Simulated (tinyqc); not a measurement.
Inside a calculation. Model: one-diode model of a solar cell.

Computed by the program tinyqc: `OMP_NUM_THREADS=1 python tinyqc.py 2280134 2280135 out.jsonl`, one thread of a shared Intel Xeon 2.30GHz, about 0.01 s for the whole run. Printed values are rounded.

J is the current delivered and Vj = V + J Rs the junction voltage. J = X JL - J01 (exp(Vj/(n1 Vt)) - 1) - Vj/Rp. The photocurrent does not depend on voltage.

Inputs (values chosen for the exercise); values of the order met in cells of a lead-halide perovskite:
- T = 273 K (temperature)
- JL = 23.4 mA/cm^2 (photocurrent at one sun)
- X = 1 suns (concentration)
- J01 = 8.9e-22 A/cm^2 (saturation current of the diode)
- n1 = 1.12 (ideality factor of the diode)
- Rs = 0 ohm cm^2 (series resistance)
- Rp = 2000 ohm cm^2 (shunt resistance)
- Pin = 100 mW/cm^2 (incident power at one sun)

Constants: q = 1.602176634e-19 C, kB = 1.380649e-23 J/K, Vt = kB T/q. Results are converted to the units shown.

## Starting value

Vj = n1 Vt ln(X JL/J01), the open-circuit voltage of the J01 term alone.

Vj at the start = 1.17819 V

## Iteration 1: new Vj

Open circuit: J(Vj) = 0. G = -dJ/dVj = J01 exp(Vj/(n1 Vt))/(n1 Vt) + 1/Rp. Vj(new) = Vj + J/G.

J = -0.589094 mA/cm^2
G = 0.888601 S/cm^2
Vj after iteration 1 = 1.17753 V

## Iteration 2: new Vj

As before.

J = -0.00734513 mA/cm^2
G = 0.866534 S/cm^2
Vj after iteration 2 = 1.17752 V

## Course of the iteration

Stop when the step is below 1e-10 V, or after 80 iterations.

Course of the iteration:
```
iteration	Vj before the step (V)	step (V)
1	1.17819	-6.63e-4
2	1.17753	-8.48e-6
3	1.17752	-1.36e-9
4	1.17752	-2.22e-16
```

Converged in 4 iterations.

## Figures of merit

Jsc at V = 0, Voc at J = 0, the maximum power point where J (1 + 2 Rs G) = G Vj with G = -dJ/dVj; FF = Vmp Jmp/(Voc Jsc); efficiency Vmp Jmp/(X Pin). Empirical fill factor without parasitics FF0 = (v - ln(v + 0.72))/(v + 1), v = Voc/(n1 Vt).

Jsc = 23.4 mA/cm^2
Voc = 1.17752 V
Vmp = 1.07851 V
Jmp = 22.3284 mA/cm^2
FF = 0.873972
efficiency = 24.0813 %
FF0 = 0.894600

FF is 2.3 % below FF0. Removing one loss at a time changes the efficiency by: shunt +0.58 points.
